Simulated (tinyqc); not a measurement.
Surface Green function of a two-leg ladder, Sancho-Rubio decimation: densities of states against energy.

A semi-infinite lead of cells 0, 1, 2, ... with H0 inside a cell and H1 = <cell i|H|cell i + 1>. One rung (site 1 on leg a, site 2 on leg b) is a cell; all hoppings enter with a minus sign. z = E + i eta.

Start with e_s = e = H0, a = H1, b = H1^dagger. Each round: g = (z - e)^(-1); e_s <- e_s + a g b; e <- e + a g b + b g a; a <- a g a; b <- b g b (all with the old a, b). Round k joins cells 2^k apart. Stop when the largest entry of the matrices a and b is below 1e-12 eV; g_s = (z - e_s)^(-1), bulk (z - e)^(-1), density of states -Im Tr/pi. Here eta = 0.01 eV. Open modes are the crossings of E with the bands of H0 + H1 exp(ik) + H1^dagger exp(-ik) for 0 < k < pi.

H0 (eV):
```
       1      2
1      0  -1.15
2  -1.15    0.1
```

H1 (eV):
```
    1      2
1  -1      0
2   0  -0.74
```

Results:
```
E (eV)  open modes  rounds  surface (1/eV)  bulk (1/eV)
-3.17            0       6       0.0021048    0.0057949
-2.59            1      12         0.19115      0.32499
-2               1      13         0.30617      0.20817
-1.42            1      13         0.35398      0.18477
-0.83            1      13         0.36072      0.18968
-0.25            2      13         0.51641      0.57303
0.33             2      12         0.52745      0.55126
1.5              1      13         0.35927      0.18696
2.09             1      13         0.30982      0.21091
2.67             1      12         0.19387      0.32819
3.25             0       6       0.0021243    0.0057768
```

Estimate the missing row, E = 0.92 eV.

Computed row:
```
E (eV)  open modes  rounds  surface (1/eV)  bulk (1/eV)
0.92             1      13         0.36516      0.19312
```

With this row back in the table: The bands of the infinite lead run over -2.88 to 0.621, -0.499 to 2.96 eV. The rounds lie between 6 and 13, 6.0 on average outside the bands and 12.7 inside. The surface density of states is largest at E = 0.33 eV among the rows (0.527 1/eV, bulk 0.551).

Computed by the program tinyqc: `OMP_NUM_THREADS=1 python tinyqc.py 2680029 2680030 out.jsonl`, one thread of a shared Intel Xeon 2.30GHz, about 0.07 s for the whole run.
